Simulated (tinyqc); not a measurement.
Length of a molecular wire: coherent transport through a tight-binding bridge. Computed by the program tinyqc. 

A uniform bridge between two chains:
```
parameter,value
site energy (eV),4.370000
hopping in the bridge (eV),1.160000
lead hopping (eV),1.750000
couplings (eV),"0.72, 0.62"
E (eV),0.080000
```

T = Gamma_L Gamma_R |G_1n|^2 with the self-energies of semi-infinite chains.

Transmission against length:
```
sites,T,ln T
2,1.1849e-03,-6.7381
3,1.0215e-04,-9.1891
4,8.8123e-06,-11.6394
5,7.6027e-07,-14.0896
6,6.5591e-08,-16.5398
7,5.6588e-09,-18.9900
8,4.8821e-10,-21.4403
9,4.2120e-11,-23.8905
10,3.6339e-12,-26.3407
```

E lies outside the band of the bridge (|E - e|/2h = 1.849 > 1), so T decays as exp(-beta n) with beta = 2 arccosh(1.849) = 2.4502 a site; the last two rows give 2.4502.
